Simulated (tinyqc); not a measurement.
Finite-difference solution of the diffusion equation on a small grid: one step, computed by the program tinyqc.

dC/dt = D d2C/dx2 on nodes x_j = j dx, j = 0..9; the far end is sealed.

Question. Amplification factors. The mode of M with eigenvalue mu has its amplitude multiplied per step by g = (1 + (1 - theta) r mu)/(1 - theta r mu), with theta = 0 explicit, 1 implicit, 1/2 Crank-Nicolson; the explicit scheme is stable for r up to 2/|mu_min|.

Boundary at x = 0: fixed surface value. Scheme: implicit.

operator M, rows 0, 1, 2, 3, 4, 5, 6, 7, 8, 9:
```
[[0, 0, 0, 0, 0, 0, 0, 0, 0, 0],
 [1, -2, 1, 0, 0, 0, 0, 0, 0, 0],
 [0, 1, -2, 1, 0, 0, 0, 0, 0, 0],
 [0, 0, 1, -2, 1, 0, 0, 0, 0, 0],
 [0, 0, 0, 1, -2, 1, 0, 0, 0, 0],
 [0, 0, 0, 0, 1, -2, 1, 0, 0, 0],
 [0, 0, 0, 0, 0, 1, -2, 1, 0, 0],
 [0, 0, 0, 0, 0, 0, 1, -2, 1, 0],
 [0, 0, 0, 0, 0, 0, 0, 1, -2, 1],
 [0, 0, 0, 0, 0, 0, 0, 0, 2, -2]]
```

mesh ratio r = 1.32

Give: eigenvalues mu of M; factors g; largest stable r of the explicit scheme.

Answer.

eigenvalues mu of M: [-3.970, -3.732, -3.286, -2.684, -2.000, -1.316, -0.714, -0.268, -0.030, 0.000]

factors g: [0.160, 0.169, 0.187, 0.220, 0.275, 0.365, 0.515, 0.739, 0.961, 1.000]

largest stable r of the explicit scheme = 0.5038

The smallest factor is 0.160: no mode changes sign, and all decay but one with mu = 0 where there is such a mode.
